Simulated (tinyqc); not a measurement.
Resistance of a tapered via with liner, size effect and interface: two steps of the calculation.

A round via whose diameter grows from db at the bottom as D(z) = db + 2 z/tan(ang). The fill, of diameter D - 2 tl, starts above the bottom liner (thickness fb tl) and has rho = rho0 (1 + ks lam/(D - 2 tl)); the sidewall liner conducts in parallel with it. The bottom liner and the interface are crossed over the full area pi db^2/4. Spreading in the lines above and below is left out.

Parameters, values chosen for the exercise; fill metal close to tungsten:
- db = 9.9 nm (diameter at the bottom)
- hv = 18 nm (height)
- ang = 86 degrees (sidewall angle)
- rho0 = 5.38 uohm cm (bulk resistivity of the fill)
- lam = 15.5 nm (mean free path of the fill)
- ks = 1.4 (size-effect factor)
- tl = 2 nm (liner on the sidewall)
- fb = 0.5 (liner at the bottom over that on the sidewall)
- rl = 370 uohm cm (resistivity of the liner)
- ri = 5e-12 ohm cm^2 (interface resistivity at the bottom)
- Sb = 9.1e14 S/m^2 (ballistic conductance per area, about 3/(4 rho0 lam))

Task 1. Slices of the via. Slices between z0 = fb tl and hv, evaluated at their midpoints: conductance per length pi/4 [(D - 2 tl)^2/rho + (D^2 - (D - 2 tl)^2)/rl], slice resistance = slice height over that. 8 slices.

Give: z; D; rho; slice resistance.

Result 1.

```
slice	z (nm)	D (nm)	rho (uohm cm)	slice resistance (ohm)
0	2.062	10.19	24.25	15.40
1	4.188	10.49	23.38	13.65
2	6.312	10.78	22.59	12.15
3	8.438	11.08	21.87	10.87
4	10.56	11.38	21.21	9.770
5	12.69	11.67	20.59	8.815
6	14.81	11.97	20.03	7.984
7	16.94	12.27	19.50	7.257
```

Task 2. Total resistance. R_fill = sum of the slices; R_bottom = rl fb tl/(pi db^2/4); R_interface = ri/(pi db^2/4); ballistic (Sharvin) limit 1/(Sb pi (db - 2 tl)^2/4); ideal cylinder rho0 hv/(pi db^2/4).

slice resistance, slice 0 to 7 (ohm): 15.402530  13.647297  12.152966  10.872979  9.7702932  8.8152248  7.9838179  7.2566098

Find: parts; R; shares; ballistic limit; ideal cylinder.

Result 2.

parts (ohm): fill 85.902, bottom liner 48.066, interface 6.4955
R = 140.46 ohm
shares (%): fill 61.156, bottom liner 34.220, interface 4.624
ballistic limit = 40.194 ohm
ideal cylinder = 12.580 ohm

The fill is the largest part, and R is 11.2 times the ideal cylinder. With 2000 slices R = 140.52 ohm.

Numbers from tinyqc (`OMP_NUM_THREADS=1 python tinyqc.py 2750189 2750190 out.jsonl`; about 0.01 s on one thread of a shared Intel Xeon 2.30GHz).
